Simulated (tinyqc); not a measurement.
# From Bragg frequency f_B back to thickness d_1

Model: longitudinal sound in a periodic multilayer: transfer matrices, stop bands and folded phonons. Computed by tinyqc, a small Python program. Command: `OMP_NUM_THREADS=1 python tinyqc.py 3013728 3013729 out.jsonl multilayer inv`. One thread of a shared host (Intel(R) Xeon(R) Processor @ 2.30GHz), about 0.01 s of CPU time with the checks.

Layers 1 and 2 repeat with period d = d_1 + d_2; waves travel normal to the layers, without loss. State vector (u, s): displacement u and stress divided by omega. Impedances Z = rho v are in 1e6 kg/(m^2 s).

Inputs (values chosen for the exercise, modelled on silica (layer 1), tungsten (layer 2) and silicon (substrate)):

| quantity | value | unit |
|---|---|---|
| density rho_1 | 2.2 | g/cm^3 |
| velocity v_1 | 5940 | m/s |
| density rho_2 | 19.4 | g/cm^3 |
| velocity v_2 | 5300 | m/s |
| thickness d_2 | 611 | nm |
| substrate density | 2.35 | g/cm^3 |
| substrate velocity | 8580 | m/s |

Method. Z = rho v; interface reflection r = (Z_2 - Z_1)/(Z_2 + Z_1) (stress amplitude, from 1 into 2); Bragg frequency f_B = 1/[2 (d_1/v_1 + d_2/v_2)]; long-wave velocity v_eff = d/sqrt[(d_1/v_1)^2 + (d_2/v_2)^2 + (Z_1/Z_2 + Z_2/Z_1)(d_1/v_1)(d_2/v_2)].

Question. A run gave the result below. Find the thickness d_1, known to lie between 650 and 890 nm.

Bragg frequency f_B = 2.098226 GHz

Answer.

Each step takes the trial c = (a f_b - b f_a)/(f_b - f_a), f being the result less the target and a, b, c the logarithms of the listed values; c replaces end b, the old b replaces a if the sign of f changed, and otherwise f_a is halved.

Scan of the range:

| thickness d_1 (nm) | Bragg frequency f_B (GHz) |
|---|---|
| 650 | 2.22508 |
| 685 | 2.16823 |
| 722 | 2.11120 |
| 761 | 2.05425 |
| 801 | 1.99895 |
| 845 | 1.94145 |
| 890 | 1.88598 |

False position (Illinois rule, in the logarithm of the input) inside the bracket:

| step | end a | end b | trial | Bragg frequency f_B (GHz) |
|---|---|---|---|---|
| 1 | 722.000 | 761.000 | 730.707 | 2.09822 |
| 2 | 722.000 | 730.707 | 730.694 | 2.09824 |
| 3 | 730.707 | 730.694 | 730.700 | 2.09823 |

Bragg frequency f_B falls at every point of a 13-point scan of the range (every second point is shown), so one value fits; it is bracketed by 722 and 761. Answer: thickness d_1 = 730.7 nm.
